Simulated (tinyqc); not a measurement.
# A finite superlattice with mass mismatch, transfer matrices: transmission against the number of periods

One electron of energy E comes from the left lead (band edge 0); no transverse momentum. Parabolic bands, masses in units of m0, C = hbar^2/(2 m0); psi and psi'/m are continuous at every interface. N periods of a barrier d1 followed by a well Lw; the right lead equals the left one.

For the pair (psi, psi'/m) a flat layer has M = [[cos kd, (m/k) sin kd], [-(k/m) sin kd, cos kd]] with k = sqrt(m (E - U)/C) above its edge U, and M = [[cosh Kd, (m/K) sinh Kd], [(K/m) sinh Kd, cosh Kd]] with K = sqrt(m (U - E)/C) below it. The matrices are multiplied with later layers to the left. With M acting on (psi, psi'/m) and v = k/m in each lead, T(E) = 4 vL vR/[(vL vR M12 - M21)^2 + (vR M11 + vL M22)^2]. x = (M11 + M22)/2 of one period. For |x| < 1 the energy lies in a miniband and cos(th) = x; for |x| > 1 it lies in a gap and cosh(g) = |x|. M^N = U_(N-1)(x) M - U_(N-2)(x) 1, with U_n = sin((n + 1) th)/sin th in a band and sign(x)^n sinh((n + 1) g)/sinh g in a gap.

Values chosen for this exercise; masses and offsets close to those of InGaAs wells and InAlAs barriers: mass in the left lead mL = 0.04 m0; barrier height U1 = 0.53 eV; barrier mass m1 = 0.076 m0; barrier width d1 = 0.8 nm; well width (edge 0, mass mL) Lw = 7.8 nm; electron energy E = 0.164 eV.

Constants: q = 1.602176634e-19 C, hbar = 1.054571817e-34 J s, m0 = 9.1093837015e-31 kg, hbar^2/(2 m0) = 0.0380998212 eV nm^2. Results are converted to the units shown.

Results:
```
N       T(E)  1/T(E) - 1
1     0.6459      0.5482
2     0.2279       3.388
3    0.06367       14.71
5   0.004261       233.7
6   0.001088       918.5
8   7.065e-5     1.415e4
10  4.588e-6     2.180e5
12  2.979e-7     3.357e6
16  1.256e-9     7.963e8
```

Estimate the missing row, N = 4.

Computed row:
```
N     T(E)  1/T(E) - 1
4  0.01662       59.17
```

With this row back in the table: Here x = -1.243. The energy lies in a gap with g = 0.684: T(E) falls from 0.646 to 1.26e-9, over the last four periods by 1.37 in ln T(E) a period, against 2 g = 1.37.

Range of the model: Masses are held fixed, although real bands cease to be parabolic a few tenths of an eV from their edges (inside a barrier too).

Computed by the program tinyqc: `OMP_NUM_THREADS=1 python tinyqc.py 2560013 2560014 out.jsonl`, one thread of a shared Intel Xeon 2.30GHz, about 0.01 s for the whole run.
